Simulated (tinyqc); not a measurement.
Millisecond and nanosecond annealing: surface heating, thermal budget and solid-phase regrowth: one step, computed by the program tinyqc. Command: `OMP_NUM_THREADS=1 python tinyqc.py 3019635 3019636 out.jsonl flash walk`. One thread of a shared host (Intel(R) Xeon(R) Processor @ 2.30GHz), about 0.02 s of CPU time with the checks.

A square pulse heats the surface of a thick wafer with constant thermal properties; losses by radiation are neglected and silicon melts at 1414 C.

Problem. Peak temperature. Absorbed flux q = (1 - R) fluence/t_p; kappa = k/c. With f(z, t) = (2 q/k) sqrt(kappa t) ierfc(z/(2 sqrt(kappa t))), ierfc(x) = exp(-x^2)/sqrt(pi) - x erfc(x): T = T0 + f(z, t) during the pulse and T0 + f(z, t) - f(z, t - t_p) after it. At the surface the rise at the end of the pulse is 2 q sqrt(t_p/(pi k c)); the fluence that just melts the surface scales with (1414 - T0).

Inputs (values chosen for the exercise, modelled on hot silicon with phosphorus):

| quantity | value | unit |
|---|---|---|
| incident fluence | 0.624 | J/cm^2 |
| pulse length t_p | 2.8e-07 | s |
| reflectance R | 0.4 | - |
| thermal conductivity k | 0.27 | W/(cm K) |
| heat capacity per volume c | 2.15 | J/(cm^3 K) |
| preheat temperature T0 | 200 | C |

Source: pulsed laser.

Give: absorbed flux q; kappa; thermal length sqrt(kappa t_p); peak temperature; fluence at the melting threshold.

Solution.

absorbed flux q = 1.337e+06 W/cm^2

kappa = 0.1256 cm^2/s

thermal length sqrt(kappa t_p) = 1.875 um

peak temperature = 1248 C

fluence at the melting threshold = 0.7229 J/cm^2

Caution: cold silicon conducts heat several times better than the constant k used here, so the real melting fluence is higher.
